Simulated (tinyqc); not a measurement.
LDA (PW92) atom on a uniform radial grid, spin-unpolarised, for Be, step by step. Computed by tinyqc, a small Python program that keeps every step. Settings: Z = 4, points = 128, R = 17.4, functional = lda,pw, mixing = 0.6, iteration cap = 86. Command: `OMP_NUM_THREADS=1 python tinyqc.py 23737 23738 out.jsonl` (the two numbers bound the seeds that draw the settings). One thread of a shared host (Intel(R) Xeon(R) Processor @ 2.60GHz), about 0.1 s of CPU time with the checks. Later iterations appear only in the table of the cycle.

## Iteration 1

Spherical atom on a uniform radial grid r_j = j h with h = R/(N + 1), h sum u^2 = 1 and integrals as h times sums, u(0) = u(R) = 0 (atomic units):
```
parameter            value
Z                        4
points N               128
R                17.400000
h                 0.134884
mixing            0.600000
electrons in 1s          2
electrons in 2s          2
```

Three-point differences turn -u''/2 + [l(l+1)/2r^2 - Z/r + V] u = e u into a tridiagonal matrix (diagonal 1/h^2 + potential, off-diagonal -1/2h^2). D = sum f u^2; the Hartree potential y/r solves y'' = -D/r with y(0) = 0, y(R) = N_e; v_xc comes from rho = D/(4 pi r^2); E = sum f e - int D V + int D (V_H/2 + eps_xc); V(new) = V + mixing (V_H + v_xc - V).

eigenvalues (hartree): 1s -7.489708, 2s -1.964879

Every 8th grid point:
```
r              V in     u(1s)      u(2s)         D       V_H       v_xc
1.079070   0.000000  0.260407  -0.797783  1.408540  3.223368  -0.511571
2.158140   0.000000  0.008373  -0.552660  0.611006  1.834527  -0.259385
3.237209   0.000000  0.000202  -0.162870  0.053053  1.235094  -0.097807
4.316279   0.000000  4.33e-06  -0.035947  0.002584  0.926711  -0.033220
5.395349   0.000000  8.70e-08  -0.006838  0.000094  0.741379  -0.010433
6.474419   0.000000  1.68e-09  -0.001187  2.82e-06  0.617816  -0.003072
7.553488   0.000000  3.15e-11  -0.000194  7.52e-08  0.529557  -0.000862
8.632558   0.000000         0  -0.000030  1.84e-09  0.463362  -0.000234
9.711628   0.000000         0  -4.58e-06  4.19e-11  0.411877  -0.000062
10.790698  0.000000         0  -6.73e-07         0  0.370690   0.000000
11.869767  0.000000         0  -9.70e-08         0  0.336991   0.000000
12.948837  0.000000         0  -1.37e-08         0  0.308908   0.000000
14.027907  0.000000         0  -1.92e-09         0  0.285146   0.000000
15.106977  0.000000         0  -2.64e-10         0  0.264778   0.000000
16.186047  0.000000         0  -3.56e-11         0  0.247126   0.000000
17.265116  0.000000         0          0         0  0.231681   0.000000
```

total energy = -12.54927660 hartree

## Iteration 2

As before.

eigenvalues (hartree): 1s -4.525243, 2s -0.678053

Every 8th grid point:
```
r              V in     u(1s)      u(2s)         D       V_H       v_xc
1.079070   1.627078  0.346943  -0.509659  0.760243  2.929165  -0.423024
2.158140   0.945085  0.021587  -0.677137  0.917961  1.767814  -0.293438
3.237209   0.682372  0.001089  -0.386135  0.298203  1.226940  -0.163793
4.316279   0.536095  0.000051  -0.171269  0.058666  0.925896  -0.084886
5.395349   0.438568  2.27e-06  -0.067586  0.009136  0.741303  -0.042522
6.474419   0.368847  9.94e-08  -0.024968  0.001247  0.617809  -0.020771
7.553488   0.317217  4.28e-09  -0.008839  0.000156  0.529556  -0.009926
8.632558   0.277877  1.82e-10  -0.003037  0.000018  0.463362  -0.004654
9.711628   0.247089         0  -0.001020  2.08e-06  0.411877  -0.002147
10.790698  0.222414         0  -0.000337  2.27e-07  0.370690  -0.000978
11.869767  0.202194         0  -0.000110  2.40e-08  0.336991  -0.000441
12.948837  0.185345         0  -0.000035  2.48e-09  0.308908  -0.000198
14.027907  0.171088         0  -0.000011  2.51e-10  0.285146  -0.000088
15.106977  0.158867         0  -3.52e-06  2.47e-11  0.264778  -0.000039
16.186047  0.148276         0  -1.03e-06         0  0.247126   0.000000
17.265116  0.139009         0  -8.75e-08         0  0.231681   0.000000
```

total energy = -13.36993632 hartree

## Convergence

Stop when input and output potentials agree to 1e-7.

Course of the cycle (hartree):
```
iteration             E      e(1s)      e(2s)  largest |V(out) - V(in)|
1          -12.54927660  -7.489708  -1.964879                  6.47e+00
2          -13.36993632  -4.525243  -0.678053                  1.66e+00
3          -13.46510175  -3.719212  -0.330727                  3.54e-01
4          -13.47266821  -3.531375  -0.236700                  7.00e-02
5          -13.47312251  -3.494539  -0.211216                  1.69e-02
6          -13.47314939  -3.488616  -0.203995                  4.93e-03
7          -13.47315137  -3.488054  -0.201801                  1.55e-03
8          -13.47315157  -3.488182  -0.201090                  5.75e-04
9          -13.47315159  -3.488300  -0.200847                  2.32e-04
10         -13.47315160  -3.488361  -0.200762                  9.04e-05
11         -13.47315160  -3.488388  -0.200732                  3.60e-05
12         -13.47315160  -3.488399  -0.200721                  1.51e-05
13         -13.47315160  -3.488404  -0.200717                  6.27e-06
14         -13.47315160  -3.488405  -0.200715                  2.59e-06
15         -13.47315160  -3.488406  -0.200715                  1.06e-06
16         -13.47315160  -3.488407  -0.200715                  4.35e-07
17         -13.47315160  -3.488407  -0.200715                  1.78e-07
18         -13.47315160  -3.488407  -0.200714                  7.25e-08
```

Converged in 18 iterations. A uniform grid resolves the cusp poorly: for a bare nucleus this grid gives 1s at -7.48971 against -Z^2/2 = -8 hartree. Before convergence this energy mixes input and output and is not variational, so it may rise towards its limit.
